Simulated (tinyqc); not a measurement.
BCS gap equation with a constant attraction inside the Debye window: one step, computed by the program tinyqc. Command: `OMP_NUM_THREADS=1 python tinyqc.py 3017879 3017880 out.jsonl bcs walk`. One thread of a shared host (Intel(R) Xeon(R) Processor @ 2.30GHz), about 0.01 s of CPU time with the checks.

Pairs attract with strength V for |xi| < k_B Theta; N(0) is the density of states for one spin. Energies are given as temperatures (E/k_B, in K) unless marked.

Task: Critical temperature. Gap equation: 1/(N(0)V) = I(Delta, T) = int_0^Theta tanh(E/2T)/E d xi, E = sqrt(xi^2 + Delta^2); 64 Gauss-Legendre points in y with xi = max(Delta, T) sinh(y). T_c solves I(0, T_c) = 1/(N(0)V); the weak-coupling form is T_c = (2 e^C/pi) Theta exp(-1/(N(0)V)) with Euler's C = 0.5772157, and 2 Delta_0/T_c then tends to 2 pi e^-C = 3.528.

Inputs (values chosen for the exercise, modelled on indium): coupling N(0)V = 0.278; Debye temperature Theta = 110 K.

Solver: secant.

Delta_0 = 6.033073 K

Give: T_c; weak-coupling T_c; 2 Delta_0/T_c.

Result:

T_c = 3.418 K

weak-coupling T_c = 3.418 K

2 Delta_0/T_c = 3.530

T_c/Theta = 0.0311; the ratio lies +0.08 % from 3.528, so the universal weak-coupling laws hold.
